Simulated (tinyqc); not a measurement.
## Short-channel transistor, virtual-source model with series resistance: effect of the temperature on the on and off currents

The current per gate width is the charge at the top of the source barrier (the virtual source) times its velocity times a saturation function; al and be are fitting constants of the model. Units: I in uA/um, Rs in ohm um, so I Rs = 1e-6 I Rs in volts; Q in uC/cm^2, so I = 1e-4 Q vx0 Fsat with vx0 in cm/s.

Intrinsic voltages Vg' = Vgs - I Rs, Vd' = Vds - 2 I Rs. n = n0 + nd Vd', VT = VT0 - dl Vd', Ff = 1/(1 + exp((Vg' - VT + al Vt/2)/(al Vt))), Q = Cinv n Vt ln(1 + exp((Vg' - VT + al Vt Ff)/(n Vt))), Vdsat = (vx0 L/mu)(1 - Ff) + Vt Ff, Fsat = u/(1 + u^be)^(1/be) with u = Vd'/Vdsat, and I = Q vx0 Fsat per width. I is solved self-consistently. Ion is I at Vgs = Vds = 0.8 V, Ioff at Vgs = 0, Vds = 0.8 V, and Rlin = Vds/I at Vgs = 0.8 V, Vds = 0.05 V. mu, vx0, VT0, dl and n0 are held fixed.

Values chosen for this exercise:
- Cinv = 2.1 uF/cm^2 (inversion capacitance)
- vx0 = 1.53e7 cm/s (velocity at the virtual source)
- mu = 300 cm^2/(V s) (apparent mobility)
- L = 90 nm (channel length)
- VT0 = 0.39 V (threshold at zero drain voltage)
- dl = 0.088 V/V (drain-induced barrier lowering)
- n0 = 1.2 (subthreshold factor)
- nd = 0.1 1/V (growth of n with drain voltage)
- al = 3.5 (threshold shift (in units of Vt) from weak to strong inversion)
- be = 2 (sharpness of saturation)
- Rs = 50 ohm um (series resistance of each contact)

Constants: q = 1.602176634e-19 C, kB = 1.380649e-23 J/K, Vt = kB T/q. Results are converted to the units shown.

Effect of the temperature on the on and off currents:
```
T (K),Ion (uA/um),Ioff (nA/um),log10(Ion/Ioff),Rlin (ohm um)
200,1110,0.5449,6.309,451.2
230,1111,4.056,5.438,450.8
260,1111,19.02,4.767,450.2
290,1112,64.68,4.235,449.2
320,1114,174.2,3.806,447.9
350,1116,394.2,3.452,446.3
380,1118,780.7,3.156,444.4
410,1121,1394,2.906,442.2
```

As T goes from 200 to 410 K, Ion rises from 1110 to 1120 uA/um, Ioff rises from 0.545 to 1390 nA/um and Rlin falls from 451 to 442 ohm um. Ion changes by a factor of 1.01 and Ioff by 2560. At T = 410 K the off current passes 1 uA/um, so the device is hardly off at Vgs = 0.

Program tinyqc, `OMP_NUM_THREADS=1 python tinyqc.py 2380011 2380012 out.jsonl`; Intel Xeon 2.30GHz, shared host, one thread, about 0.01 s.
